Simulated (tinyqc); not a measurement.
Electron-beam lithography: double-Gaussian proximity function, edge placement and dose correction for parallel lines: one step, computed by the program tinyqc. Command: `OMP_NUM_THREADS=1 python tinyqc.py 3113315 3113316 out.jsonl proximity walk`. One thread of a shared host (Intel(R) Xeon(R) Processor @ 2.30GHz), about 0.01 s of CPU time with the checks.

Lines are infinitely long. Absorbed energy is counted so that the middle of a very large area written at dose 1 receives 1; the resist develops where it exceeds 1/2.

Question. Dose correction. Uncorrected edge energies are M 1. Solve M d = 1/2 for the doses d that put the mean edge energy of every line at the threshold.

M:
```
           1          2          3          4
1  0.2531050  0.0239865  0.0120089  0.0124437
2  0.0146217  0.2626657  0.0128144  0.0140676
3  0.0138228  0.0241975  0.2511392  0.0150015
4  0.0120485  0.0223422  0.0126187  0.2535962
```

Give: edge energies at dose 1; corrected doses; largest over smallest dose.

Answer.

edge energies at dose 1: 1 0.3015, 2 0.3042, 3 0.3042, 4 0.3006

corrected doses: 1 1.660, 2 1.642, 3 1.642, 4 1.666

largest over smallest dose = 1.015
